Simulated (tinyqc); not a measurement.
Inside a calculation. Model: off-state leakage of single and stacked transistors.

tinyqc, about 0.04 s, one thread, Intel Xeon 2.30GHz (shared host): `OMP_NUM_THREADS=1 python tinyqc.py 2242090 2242091 out.jsonl` Printed values are rounded.

n-channel devices of unit width. Subthreshold current I(Vg, Vs, Vd) = I0 (T/300 K)^0.5 exp[(Vg - Vs - VT(T) - gb (Vs - Vb) + dd (Vd - Vs))/(nf Vt)] (1 - exp(-(Vd - Vs)/Vt)), VT(T) = VT - cT (T - 300 K). Gate-edge tunnelling Ig (Vd/1 V) exp(ag (Vd - 1 V)), for a gate at 0 V, and band-to-band leakage Ab u exp(-Bb/u), u = Vd - Vb + 1 V, flow at a drain held at V; both are taken as independent of T. In a stack of off transistors (all gates at 0 V) the same subthreshold current passes through each.

Values chosen for this exercise; values of the order met in bulk silicon logic transistors:

| symbol | value | unit | meaning |
|---|---|---|---|
| T | 398 | K | temperature |
| V | 0.9 | V | supply voltage |
| VT | 0.28 | V | threshold at 300 K, zero drain and body bias |
| cT | 0.9 | mV/K | fall of the threshold with temperature |
| I0 | 0.29 | uA/um | current at threshold at 300 K |
| nf | 1.27 |  | slope factor |
| dd | 0.04 |  | drain-induced lowering per volt |
| gb | 0.22 |  | rise of the threshold per volt of source-body bias |
| Ig | 3e-6 | uA/um | gate-edge tunnelling current at 1 V |
| ag | 3.8 | 1/V | exponential slope of the gate current |
| Ab | 200 | uA/(um V) | prefactor of band-to-band leakage at the drain |
| Bb | 26 | V | its exponential voltage |
| Vb | -0.6 | V | body voltage |

Constants: q = 1.602176634e-19 C, kB = 1.380649e-23 J/K, Vt = kB T/q. Results are converted to the units shown.

## Leakage of one transistor

Vg = Vs = 0, Vd = V; effective threshold VT(T) - gb Vb - dd V.

effective threshold = 0.2878 V
parts (nA/um): subthreshold 0.451043, gate edge 0.00184643, band-to-band 15.2162
total = 15.6691 nA/um
shares (%): subthreshold 2.87855, gate edge 0.0117838, band-to-band 97.1097

The band-to-band part is the largest.

## Starting value

Vx = dd V/(1 + gb + 2 dd), the solution for Vx well above Vt, rounded to three decimals.

Vx at the start = 0.028 V

## Iteration 1: new Vx

Stack of two, Vx the node between them: I_low = I(0, 0, Vx), I_up = I(0, Vx, V), f = ln(I_up/I_low), f' = -(1 + gb + 2 dd)/(nf Vt) - 1/(Vt (exp(Vx/Vt) - 1)) - 1/(Vt (exp((V - Vx)/Vt) - 1)), Vx(new) = Vx - f/f'.

I_low = 0.112995 nA/um
I_up = 0.200656 nA/um
f = 0.574250
f' = -52.9435 1/V
Vx after iteration 1 = 0.0388465 V

## Iteration 2: new Vx

As before.

I_low = 0.138638 nA/um
I_up = 0.146618 nA/um
f = 0.0559661
f' = -43.7046 1/V
Vx after iteration 2 = 0.0401270 V

## Iteration 3: new Vx

As before.

I_low = 0.141219 nA/um
I_up = 0.141286 nA/um
f = 4.77209e-4
f' = -42.9681 1/V
Vx after iteration 3 = 0.0401381 V

## Course of the iteration

Stop when the step is below 1e-11 V, or after 40 iterations.

Course of the iteration:
```
iteration  Vx before the step (V)  step (V)
1                           0.028    0.0108
2                       0.0388465   1.28e-3
3                       0.0401270   1.11e-5
4                       0.0401381  7.96e-10
5                       0.0401381   < 1e-14
```

Converged in 5 iterations. The subthreshold current of the stack is 0.1412 nA/um, 3.19 times less than that of one transistor (the drain leakage is unchanged); the estimate exp[dd V (1 + gb + dd)/((1 + gb + 2 dd) nf Vt)] gives 2.23.
